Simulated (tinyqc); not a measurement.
From results back to parameters: Weaire-Thorpe hybrids on a Bethe lattice: gap and dangling bond of an amorphous tetrahedral solid. Three cases, with inputs chosen for the exercise.

Problem. In the Weaire-Thorpe model the two p-like peaks lie at -V2 + V1 and V2 + V1, and the guaranteed gap is 2 V2 - 4 V1. The peak positions come from hidden V1 and V2.

Find: V1, V2; guaranteed gap; lowest possible level -3 V1 - V2.

Method. The mean of the peaks is V1 and half their distance V2.

Case 1.

peaks (eV): bonding -2.690, antibonding 6.370

Solution.

V1, V2 (eV): 1.84  4.53

guaranteed gap = 1.70 eV
lowest possible level -3 V1 - V2 = -10.05 eV

Case 2.

peaks (eV): bonding -8.460, antibonding 12.580

Solution.

V1, V2 (eV): 2.06  10.52

guaranteed gap = 12.80 eV
lowest possible level -3 V1 - V2 = -16.70 eV

Case 3.

peaks (eV): bonding -2.670, antibonding 6.370

Solution.

V1, V2 (eV): 1.85  4.52

guaranteed gap = 1.64 eV
lowest possible level -3 V1 - V2 = -10.07 eV

Computed by tinyqc, one run a case: `OMP_NUM_THREADS=1 python tinyqc.py N N+1 out.jsonl` with N = 1480049, 1480206, 1480223; one thread of a shared Intel(R) Xeon(R) Processor @ 2.30GHz, about 0.04 s a run at most.
